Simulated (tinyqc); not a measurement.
From results back to parameters: periodic multilayer mirror for extreme ultraviolet light. Four cases, with inputs chosen for the exercise.

Problem. With a mean index 1 - dm the Bragg wavelength is lam_B = 2 L sqrt((1 - dm)^2 - sin^2 theta). It is given at 0 degrees and at th2; L and dm are hidden. Then the absorber share is Gm = (dm - delta_S)/(delta_A - delta_S), with the first entries of dS and dA; L is the period.

Case 1.

Values chosen (out of a larger set: optical constants near those of Mo and Si at 13.5 nm; not measured data):
- th2 = 15 degrees (second angle)
- dA = (0.074, 0.00637) (delta and beta of the absorber, N = 1 - delta + i beta)
- dS = (0.0011, 0.00179) (delta and beta of the spacer and the substrate)

lam_B at 0 = 13.783344 nm
lam_B at th2 = 13.287183 nm

Case 2.

Values chosen (out of a larger set: optical constants near those of Mo and Si at 13.5 nm; not measured data):
- th2 = 10 degrees (second angle)
- dA = (0.0765, 0.00594) (delta and beta of the absorber, N = 1 - delta + i beta)
- dS = (0.0009, 0.00171) (delta and beta of the spacer and the substrate)

lam_B at 0 = 13.449744 nm
lam_B at th2 = 13.232653 nm

Case 3.

Values chosen (out of a larger set: optical constants near those of Mo and Si at 13.5 nm; not measured data):
- th2 = 20 degrees (second angle)
- dA = (0.0743, 0.00669) (delta and beta of the absorber, N = 1 - delta + i beta)
- dS = (0.0008, 0.00173) (delta and beta of the spacer and the substrate)

lam_B at 0 = 13.612140 nm
lam_B at th2 = 12.729258 nm

Case 4.

Values chosen (out of a larger set: optical constants near those of Mo and Si at 13.5 nm; not measured data):
- th2 = 20 degrees (second angle)
- dA = (0.0778, 0.00639) (delta and beta of the absorber, N = 1 - delta + i beta)
- dS = (0.0008, 0.00188) (delta and beta of the spacer and the substrate)

lam_B at 0 = 13.481610 nm
lam_B at th2 = 12.615567 nm

Find: L; dm; Gm.

Solution. The difference of the squares is 4 L^2 sin^2(th2); then 1 - dm = lam_B(0)/(2 L).

Case 1.

L = 7.080 nm
dm = 0.0266
Gm = 0.35

Case 2.

L = 6.930 nm
dm = 0.0296
Gm = 0.38

Case 3.

L = 7.050 nm
dm = 0.0346
Gm = 0.46

Case 4.

L = 6.950 nm
dm = 0.0301
Gm = 0.38

Computed by tinyqc, one run a case: `OMP_NUM_THREADS=1 python tinyqc.py N N+1 out.jsonl` with N = 1650897, 1650931, 1650987, 1651106; one thread of a shared Intel(R) Xeon(R) Processor @ 2.30GHz, about 0.01 s a run at most.
